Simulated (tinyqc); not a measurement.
Short-channel transistor, virtual-source model with series resistance: one step of the calculation.

The current per gate width is the charge at the top of the source barrier (the virtual source) times its velocity times a saturation function; al and be are fitting constants of the model. Units: I in uA/um, Rs in ohm um, so I Rs = 1e-6 I Rs in volts; Q in uC/cm^2, so I = 1e-4 Q vx0 Fsat with vx0 in cm/s.

Task. Current through the series resistance. Intrinsic voltages Vg' = Vgs - I Rs, Vd' = Vds - 2 I Rs. n = n0 + nd Vd', VT = VT0 - dl Vd', Ff = 1/(1 + exp((Vg' - VT + al Vt/2)/(al Vt))), Q = Cinv n Vt ln(1 + exp((Vg' - VT + al Vt Ff)/(n Vt))), Vdsat = (vx0 L/mu)(1 - Ff) + Vt Ff, Fsat = u/(1 + u^be)^(1/be) with u = Vd'/Vdsat, and I(out) = Q vx0 Fsat per width. (Fsat takes the sign of u.) I(new) = I(out).

Values chosen for this exercise:
- T = 300 K (temperature)
- Cinv = 3.63 uF/cm^2 (inversion capacitance)
- vx0 = 1.12e7 cm/s (velocity at the virtual source)
- mu = 560 cm^2/(V s) (apparent mobility)
- L = 130 nm (channel length)
- VT0 = 0.381 V (threshold at zero drain voltage)
- dl = 0.173 V/V (drain-induced barrier lowering)
- n0 = 1.16 (subthreshold factor)
- nd = 0.05 1/V (growth of n with drain voltage)
- al = 3.5 (threshold shift (in units of Vt) from weak to strong inversion)
- be = 1.8 (sharpness of saturation)
- Rs = 30 ohm um (series resistance of each contact)
- Vgs = 0.9 V (gate voltage)
- Vds = 0.9 V (drain voltage)

Constants: q = 1.602176634e-19 C, kB = 1.380649e-23 J/K, Vt = kB T/q. Results are converted to the units shown.

I after iteration 1 = 2592.6638 uA/um

Find: Vg'; Vd'; VT; Ff; Q; Vdsat; Fsat; I(out); I after iteration 2.

Result.

Vg' = 0.8222 V
Vd' = 0.7444 V
VT = 0.2522 V
Ff = 0.001113
Q = 2.069 uC/cm^2
Vdsat = 0.2597 V
Fsat = 0.9252
I(out) = 2144 uA/um
I after iteration 2 = 2144 uA/um

Numbers from tinyqc (`OMP_NUM_THREADS=1 python tinyqc.py 2380029 2380030 out.jsonl`; about 0.01 s on one thread of a shared Intel Xeon 2.30GHz).
